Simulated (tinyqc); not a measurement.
# Precursor delivery by bubblers, mass-transport growth and the solid composition of a III-V alloy, step by step

A worked calculation. Computed by tinyqc, a small Python program that keeps every step. Command: `OMP_NUM_THREADS=1 python tinyqc.py 3029918 3029919 out.jsonl movpe_thermo walk`. One thread of a shared host (Intel(R) Xeon(R) Processor @ 2.30GHz), about 0.02 s of CPU time with the checks. Intermediate numbers are printed to about 7 digits and carried at full precision; extremes and crossings named in words are read from the listed rows.

1 sccm = 44.615 micromol/min; 1 torr = 133.322 Pa. The sources decompose fully at the surface.

Inputs (values chosen for the exercise, modelled on trimethylgallium (source 1) and trimethylindium (source 2) for the vapour pressures): bath temperature T1 = 278 K; bath temperature T2 = 304 K; bubbler pressure p_b = 760 torr; carrier flow F1 = 38 sccm; carrier flow F2 = 27 sccm; total flow F_t = 20 slm; group-V flow F_V = 380 sccm; reactor pressure p = 100 torr; growth temperature T = 1070 K; diffusivity at 273 K and 760 torr = 0.5 cm^2/s; flow cross-section A = 39 cm^2; distance from the leading edge z = 11 cm; lattice constant a = 5.91 angstrom; interaction L0 of the solid = 7.58 kJ/mol; vapour fraction x_v of D among the group-V sources = 0.62; exchange energy dG_x of AC + (1/2) D2 -> AD + (1/2) C2 = 8.9 kJ/mol.

Alloy: mixing on the group-V sites.

constants a, b of source 1 (log10 torr, K): [8.093, 1703]

constants a, b of source 2 (log10 torr, K): [10.5, 3014]

Constants: k_B = 1.380649e-23 J/K; R = 8.314462618 J/(mol K).

## Bubblers

log10 p_v = a - b/T_bath; molar flow = F x 44.615 x p_v/(p_b - p_v) for a saturated bubbler.

vapour pressure 1 = 92.70448 torr

molar flow 1 = 235.5304 micromol/min

vapour pressure 2 = 3.850581 torr

molar flow 2 = 6.134277 micromol/min

One kelvin of bath error changes flow 1 by 5.8 % and flow 2 by 7.5 %.

## Partial pressures in the reactor

p_i = p n_i/(44615 F_t), F_t in slm; p_V = p F_V/(1000 F_t), counted per molecule supplied; V/III = 44.615 F_V/(n1 + n2); vapour fraction of source 2 = n2/(n1 + n2).

p_1 = 0.02639588 torr

p_2 = 6.874680e-04 torr

p_V = 1.9 torr

V/III ratio = 70.15381

vapour fraction of source 2 = 0.02538342

## Mass transport

Mean velocity u = (F_t/A)(760/p)(T/273); D = D0 (T/273)^1.75 (760/p); boundary layer delta = sqrt(pi D z/u); flux = D dp/(delta k_B T); growth rate = flux x a^3/4.

velocity u = 254.5944 cm/s

D = 41.48782 cm^2/s

boundary layer delta = 2.373051 cm

growth rate per torr of group III = 293.1252 micrometre/(h torr)

Caution: the boundary layer is a quarter or more of the root of the cross-section, so it fills much of the channel and depletion along the flow matters.

## Solid composition

At high V/III the group-V pressures at the surface equal those supplied, as dimers: p_D2/p_C2 = x_v/(1 - x_v). Equilibrium of the solid AC(1-x)D(x), A standing for the mix of both group-III metals: ln[x/(1 - x)] + L0 (1 - 2x)/(R T) = -dG_x/(R T) + (1/2) ln[x_v/(1 - x_v)]. Growth rate = rate per torr x (p_1 + p_2). Sensitivity dx/dx_v = [1/(2 x_v (1 - x_v))]/[1/(x (1 - x)) - 2 L0/(R T)].

solid fraction x = 0.2281299

distribution coefficient x/x_v = 0.3679514

dx/dx_v = 0.5339002

growth rate = 7.938811 micrometre/h

The solid is poorer in D than the vapour. The growth rate is set by group III alone.

## Solid against vapour

At high V/III the group-V pressures at the surface equal those supplied, as dimers: p_D2/p_C2 = x_v/(1 - x_v). Equilibrium of the solid AC(1-x)D(x), A standing for the mix of both group-III metals: ln[x/(1 - x)] + L0 (1 - 2x)/(R T) = -dG_x/(R T) + (1/2) ln[x_v/(1 - x_v)].

Composition:
```
x_v           x  x for L0 = 0     x/x_v
0.02  0.0227642     0.0499114  1.138211
0.05  0.0369071     0.0778004  0.738141
0.10  0.0542381     0.1091932  0.542381
0.25  0.0964435     0.1751293  0.385774
0.50  0.1743095     0.2688635  0.348619
0.75  0.3186031     0.3891016  0.424804
0.90  0.5425975     0.5245343  0.602886
0.95  0.6884729     0.6158152  0.724708
0.98  0.8148896     0.7202121  0.831520
```

dG_x = 8.9 kJ/mol favours AC: at x_v = 1/2 the ideal solid has x = 0.269. The positive L0 pushes x away from 1/2, to 0.174, and steepens the curve near x = 1/2; at L0 = 2 R T = 17.8 kJ/mol the slope would diverge.

Checks made by the program: the sensitivity to the bath against a difference (relative difference below 1e-10).
